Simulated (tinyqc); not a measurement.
Inside a calculation. Model: lossy on-chip transmission line with skin effect.

tinyqc, about 0.01 s, one thread, Intel Xeon 2.30GHz (shared host): `OMP_NUM_THREADS=1 python tinyqc.py 2810169 2810170 out.jsonl` Printed values are rounded.

A uniform line in a homogeneous dielectric: c = sqrt(er)/(c0 Z0), l = Z0 sqrt(er)/c0 (c0 = 299792458 m/s), g = w c td, w = 2 pi f. The resistance joins its limits as r = sqrt(r_dc^2 + r_hf^2), with r_dc = rho/(wd th), r_hf = kr rho/(2 delta (wd + th)), delta = sqrt(rho/(pi f mu0)), mu0 = 4 pi 1e-7 H/m; this is an interpolation, and internal inductance, up to 0.05 nH/mm at low frequency, is neglected.

Parameters, values chosen for the exercise:
- wd = 5.8 um (width of the strip)
- th = 1.3 um (thickness of the strip)
- rho = 1.8 uohm cm (resistivity)
- er = 4.2 (relative permittivity)
- td = 0 (loss tangent)
- Z0 = 35 ohm (lossless impedance sqrt(l/c))
- kr = 2 (factor for crowding and the return path)
- len = 1.1 mm (length)
- Rg = 25 ohm (source resistance)
- RL = 100 ohm (load resistance)
- CL = 100 fF (load capacitance)
- f = 1.3 GHz (frequency)

## Line constants

delta, r_dc, r_hf, r, l, c and g as defined.

delta = 1.87277 um
r_dc = 2.38727 ohm/mm
r_hf = 1.35372 ohm/mm
r = 2.74438 ohm/mm
l = 0.239261 nH/mm
c = 195.315 pF/m
g = 0 S/m

r is 1.15 times r_dc; the skin depth is 1.44 of the thickness.

## Propagation constant and impedance

gamma = sqrt((r + i w l)(g + i w c)) = alpha + i beta, Zc = sqrt((r + i w l)/(g + i w c)), roots with positive real part; loss 8.685889638 alpha in dB; phase velocity w/beta.

gamma len = 0.0369535+0.0716809i
Zc = 40.8462-21.0573i ohm
loss = 0.291794 dB/mm
phase velocity over c0 = 0.418111
r/(w l) = 1.40426

r exceeds w l, so the line behaves mainly as an RC line at this frequency.

## Reflection, input impedance and transfer

ZL = 1/(1/RL + i w CL); reflection (ZL - Zc)/(ZL + Zc); Zin = Zc (ZL + Zc tanh(gamma len))/(Zc + ZL tanh(gamma len)); H = V_load/V_source = [Zin/(Zin + Rg)]/[cosh(gamma len) + (Zc/ZL) sinh(gamma len)].

ZL = 99.3372-8.1140i ohm
reflection at the load = 0.381512+0.171722i
Zin = 97.0119-22.5687i ohm
H = 0.779724-0.055921i
|H| = -2.13890 dB
